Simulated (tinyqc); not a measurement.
From results back to parameters: free-carrier optics of a doped semiconductor (Drude model). Four cases, with inputs chosen for the exercise.

Problem. eps(E) is given at one energy; N and mu are hidden.

eps(E) = ei [1 - Ep^2/(E^2 + i E Gam)], with Ep^2 = 8 pi c (e^2/(4 pi eps0)) N/(m ei), c = hbar^2/2m0, N in 1/angstrom^3 (1e-24 per 1/cm^3); Gam = hbar/tau, tau = mu m m0/e with m0/e = 5.685630e-12 kg/C and mu in m^2/(V s). Energies in meV.

Constants: hbar^2/2m0 = 3.80998211 eV angstrom^2; e^2/(4 pi eps0) = 14.39964547 eV angstrom; hbar = 6.58211957e-16 eV s.

Find: Gam; Ep; N; mu.

Method. ei - eps1 = ei Ep^2/(E^2 + Gam^2) and eps2 = (ei - eps1) Gam/E; the ratio gives Gam, then Ep, N and mu follow.

Case 1.

Values chosen (out of a larger set: mass and dielectric values near those of Si; N and mu are free inputs; interband absorption and the rise of the mass with filling are left out; not measured data): m = 0.286 m0 (conductivity mass); ei = 11.71 (high-frequency dielectric constant); E = 54.2 meV (photon energy).

eps = 8.25502+1.98483i

Solution.

Gam = 31.14 meV
Ep = 33.95 meV
N = 2.80e+18 1/cm^3
mu = 130 cm^2/(V s)

Case 2.

Values chosen (out of a larger set: mass and dielectric values near those of Si; N and mu are free inputs; interband absorption and the rise of the mass with filling are left out; not measured data): m = 0.266 m0 (conductivity mass); ei = 11.65 (high-frequency dielectric constant); E = 41.5 meV (photon energy).

eps = 1.82191+22.90414i

Solution.

Gam = 96.71 meV
Ep = 96.66 meV
N = 2.10e+19 1/cm^3
mu = 45.0 cm^2/(V s)

Case 3.

Values chosen (out of a larger set: mass and dielectric values near those of Ge; N and mu are free inputs; interband absorption and the rise of the mass with filling are left out; not measured data): m = 0.119 m0 (conductivity mass); ei = 16.33 (high-frequency dielectric constant); E = 35 meV (photon energy).

eps = 13.59396+0.13827i

Solution.

Gam = 1.77 meV
Ep = 14.34 meV
N = 2.90e+17 1/cm^3
mu = 5.50e+03 cm^2/(V s)

Case 4.

Values chosen (out of a larger set: mass and dielectric values near those of Ge; N and mu are free inputs; interband absorption and the rise of the mass with filling are left out; not measured data): m = 0.126 m0 (conductivity mass); ei = 15.53 (high-frequency dielectric constant); E = 10.9 meV (photon energy).

eps = -8.41852+4.69462i

Solution.

Gam = 2.14 meV
Ep = 13.79 meV
N = 2.70e+17 1/cm^3
mu = 4.30e+03 cm^2/(V s)

Computed by tinyqc, one run a case: `OMP_NUM_THREADS=1 python tinyqc.py N N+1 out.jsonl` with N = 1680716, 1680843, 1680844, 1680906; one thread of a shared Intel(R) Xeon(R) Processor @ 2.30GHz, about 0.01 s a run at most.
